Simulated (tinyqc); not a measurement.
# Internal photoemission over an interface barrier, step by step

Program tinyqc, `OMP_NUM_THREADS=1 python tinyqc.py 2410074 2410075 out.jsonl`; Intel Xeon 2.30GHz, shared host, one thread, about 0.01 s. Printed values are rounded.

Electrons are excited from the valence band of a semiconductor over the barrier Phi(F) = P0 - sqrt(q F/(4 pi eps0 ei)), whose top lies at xm = sqrt(q/(16 pi eps0 ei F)). The yield is Y = A (hv - Phi)^p exp(-xm/l), with A = 1 here.

Values chosen for this exercise; dielectric values close to those of silicon dioxide: barrier at zero field P0 = 4.42 eV; image-force permittivity ei = 2.13; scattering length in the image well l = 3.6 nm; field in the dielectric F = 3 MV/cm.

Constants: q = 1.602176634e-19 C, h = 6.62607015e-34 J s, c = 299792458 m/s, eps0 = 8.8541878128e-14 F/cm where lengths are in cm. Results are converted to the units shown.

## Barrier in the field

Lowering P0 - Phi, barrier, position of its top, scattering factor and threshold wavelength.

lowering = 450.3464 meV
Phi = 3.969654 eV
xm = 0.7505774 nm
exp(-xm/l) = 0.8118061
threshold wavelength h c/(q Phi) = 312.3300 nm

## Threshold from a spectrum

```
point  hv (eV)         Y
0         4.12  0.002759
1         4.25   0.01789
2         4.38   0.05609
3         4.51    0.1281
4         4.64    0.2445
5         4.77    0.4162
```

The yields were made at this field. Fit Y^(1/n) on hv by least squares for n = 2 and n = 3; the zero of the line is the threshold.

```
point     Y^(1/2)    Y^(1/3)
0      0.05252618  0.1402546
1       0.1337535  0.2615392
2       0.2368333  0.3827911
3       0.3579106  0.5040996
4       0.4944694  0.6253065
5       0.6451356  0.7466218
```

threshold for n = 2 = 4.095413 eV
threshold for n = 3 = 3.969642 eV

The right exponent, 3, gives 3.970 eV against Phi = 3.970 eV; the wrong one is off by 126 meV.
